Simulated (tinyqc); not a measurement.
# Changing the boundary conductance G under the metal

Model: time-domain thermoreflectance: layered heat flow under a modulated pulse train, and what the signal ratio measures. Computed by tinyqc, a small Python program. Command: `OMP_NUM_THREADS=1 python tinyqc.py 3113790 3113791 out.jsonl tdtr sweep`. One thread of a shared host (Intel(R) Xeon(R) Processor @ 2.30GHz), about 0.1 s of CPU time with the checks.

Pulses repeat at 80 MHz; heat is laid down at the surface, all layers are isotropic.

Inputs (values chosen for the exercise, modelled on aluminium on GaAs):
```
quantity                               value        unit
metal thickness d                         80          nm
metal conductivity                       150     W/(m K)
metal heat capacity                     2.42  MJ/(m^3 K)
substrate conductivity kappa            47.9     W/(m K)
substrate heat capacity C               1.75  MJ/(m^3 K)
modulation frequency f                    10         MHz
spot radius w (1/e^2, pump and probe)      6  micrometre
delay t                                  980          ps
```

Stack: metal, substrate.

Method:
- Penetration depth sqrt(kappa/(pi f C)); effusivity sqrt(kappa C); cooling time of the metal d C_m/G; Kapitza length kappa/G.
- For radial wave number k and angular frequency W each layer has u = sqrt(4 pi^2 k^2 + i W C/kappa) and gamma = kappa u. Surface impedance from below: Z = 1/gamma for the substrate; a layer of thickness L maps Z to (Z + tanh(u L)/gamma)/(1 + gamma Z tanh(u L)); a boundary adds 1/G.
- Response per absorbed watt H(W) = 2 pi int_0^(2/w) Z(k, W) exp(-pi^2 k^2 w^2) k dk by 20 Gauss-Legendre points.
- Signal: X + iY = sum_(m = -M..M) H(2 pi (f + m f_r)) exp(i 2 pi m f_r t) exp(-pi (m/M)^2 x 4), f_r = 80 MHz, M = 4000, with H(-W) the complex conjugate of H(W); V_in = X, V_out = Y, ratio = -V_in/V_out.

One run for each value:
```
boundary conductance G under the metal (MW/(m^2 K))  ratio -V_in/V_out  V_in (K/mW)  cooling time of the metal (ps)
10                                                               1.473       0.5916                           19360
19                                                               2.317       0.5711                           10189
37                                                               3.337       0.5013                            5232
140                                                              3.567       0.3491                            1383
270                                                              3.108       0.2801                             717
520                                                              2.722       0.2334                             372
1000                                                             2.499       0.2086                             194
```

Give the missing row, boundary conductance G under the metal (MW/(m^2 K)) = 72.

Computed row:
```
boundary conductance G under the metal (MW/(m^2 K))  ratio -V_in/V_out  V_in (K/mW)  cooling time of the metal (ps)
72                                                               3.788       0.4261                            2689
```

Interpolating between the two neighbouring rows (the first column on a logarithmic scale, the others too where they are positive) misses most in ratio -V_in/V_out, by 8.9 %. Over the rows, ratio -V_in/V_out goes from 1.47 through a maximum among these rows, 3.79 at 72.0, to 2.50; V_in (K/mW) falls from 0.592 to 0.209 (exponent d ln y / d ln x -0.055 between the first rows and -0.17 between the last); cooling time of the metal (ps) falls from 19400 to 194 (exponent d ln y / d ln x about -1.0 throughout).

Extremes, crossings and ranges named in words are read from the listed rows.
